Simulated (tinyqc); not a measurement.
Electroplating on a thin resistive seed layer: kinetics, Wagner number and the terminal effect across a wafer. Inputs raised by 5 %, one at a time. Computed by tinyqc, a small Python program. Command: `OMP_NUM_THREADS=1 python tinyqc.py 3120676 3120677 out.jsonl terminal sens`. One thread of a shared host (Intel(R) Xeon(R) Processor @ 2.30GHz), about 0.05 s of CPU time with the checks.

Current enters the seed at the rim. The bath is treated as a local resistance per area (no lateral flow in the liquid), two electrons per ion, molar volume 7.11 cm^3/mol, Faraday constant F = e N_A, kinematic viscosity 0.01 cm^2/s, omega = 2 pi x rpm/60; k_B T/e is in volts.

Inputs (values chosen for the exercise, of the order of those for copper plating on a thin cobalt or ruthenium seed): wafer radius R = 7.5 cm; seed thickness t = 14 nm; seed resistivity = 12 microohm cm; bath conductivity kappa = 0.26 S/cm; gap to the anode h = 6.2 cm; extra resistance of a porous plate = 160 ohm cm^2; exchange current density i_0 = 0.75 mA/cm^2; cathodic transfer coefficient alpha = 0.33; mean current density = 14 mA/cm^2; diffusivity of the metal ion = 5.9e-06 cm^2/s; metal ion concentration = 0.62 mol/L; rotation rate = 60 rpm; temperature T = 298 K.

Constants: e = 1.602176634e-19 C; N_A = 6.02214076e+23 1/mol; k_B = 8.617333262e-05 eV/K.

Method:
- Growth rate = i V_m/(2 F). Levich limit i_L = 0.62 x 2 F D^(2/3) omega^(1/2) nu^(-1/6) c. Tafel overpotential eta = (k_B T/(alpha e)) ln(i/i_0); kinetic resistance k_B T/(alpha e i); bath resistance h/kappa + plate; R_s = resistivity/t; Wagner number = kinetic resistance x kappa/R.
- Linearised: with R_t = kinetic + bath resistance the current density obeys (1/r)(r i')' = i R_s/R_t, so i = A I_0(r/l), l = sqrt(R_t/R_s); with x = R/l, edge/centre = I_0(x) and edge/mean = x I_0(x)/(2 I_1(x)).
- Voltage drop in the seed for a uniform current: i R_s R^2/4.

Runs:
```
input moved                             from      to  edge over centre, linear  length l (cm)  drop for uniform current (mV)  Wagner number
base run                                   -       -                    1.7451         4.7008                         1687.5        0.19269
seed thickness t (nm)                     14    14.7                    1.7043         4.8169                         1607.1        0.19269
seed resistivity (microohm cm)            12    12.6                    1.7885         4.5875                         1771.9        0.19269
bath conductivity kappa (S/cm)          0.26   0.273                    1.7503         4.6867                         1687.5        0.20232
gap to the anode h (cm)                  6.2    6.51                    1.7397         4.7155                         1687.5        0.19269
cathodic transfer coefficient alpha     0.33  0.3465                    1.7463         4.6975                         1687.5        0.18351
mean current density (mA/cm^2)            14    14.7                    1.7463         4.6975                         1771.9        0.18351
exchange current density i_0 (mA/cm^2)  0.75  0.7875                    1.7451         4.7008                         1687.5        0.19269
```

Exponents ln(y'/y) / ln(x'/x):
```
input                                edge over centre, linear  length l  drop for uniform current  Wagner number
seed thickness t                                       -0.484     0.500                        -1              0
seed resistivity                                        0.503    -0.500                         1              0
bath conductivity kappa                                 0.061    -0.062                         0              1
gap to the anode h                                     -0.063     0.064                         0              0
cathodic transfer coefficient alpha                     0.014    -0.014                         0             -1
mean current density                                    0.014    -0.014                         1             -1
exchange current density i_0                            0.000     0.000                         0              0
```

To which inputs is each result most sensitive?

Among the inputs moved here: edge over centre, linear answers most in size to seed resistivity (exponent +0.503), next to seed thickness t (-0.484); its exponent is below 0.0005 for exchange current density i_0. Length l answers most in size to seed thickness t (exponent +0.500), and about equally to seed resistivity (-0.500); its exponent is below 0.0005 for exchange current density i_0. Its exponent +0.500 in seed thickness t: l = sqrt(R_t/R_s). Drop for uniform current answers most in size to seed thickness t (exponent -1.000), and about equally to seed resistivity (+1.000), mean current density (+1.000); its exponent is below 0.0005 for bath conductivity kappa, gap to the anode h, cathodic transfer coefficient alpha, exchange current density i_0. Wagner number answers most in size to bath conductivity kappa (exponent +1.000), and about equally to cathodic transfer coefficient alpha (-1.000), mean current density (-1.000); its exponent is below 0.0005 for seed thickness t, seed resistivity, gap to the anode h, exchange current density i_0.
